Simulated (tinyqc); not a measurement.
# Trap density from swing and capacitance

Problem. In an MOS structure at one bias the subthreshold swing is S = Vt ln 10 (1 + (Cd + q Dit)/Cox) and 1/C_HF = 1/Cox + 1/Cd, Cox = 3.9 eps0/EOT. Find Cd and Dit.

Values chosen for this exercise: temperature T = 350 K; equivalent oxide thickness EOT = 5 nm.

Constants: q = 1.602176634e-19 C, kB = 1.380649e-23 J/K, Vt = kB T/q, eps0 = 8.8541878128e-14 F/cm where lengths are in cm. Results are converted to the units shown.

S = 76.885007 mV/decade
C_HF = 41.267608 nF/cm^2

Answer. C_HF gives Cd, and the swing gives Cd + q Dit.

Cd = 43.9 nF/cm^2
Dit = 1.88e11 cm^-2 eV^-1

Computed by the program tinyqc: `OMP_NUM_THREADS=1 python tinyqc.py 2030130 2030131 out.jsonl`, one thread of a shared Intel Xeon 2.30GHz, about 0.01 s for the whole run.
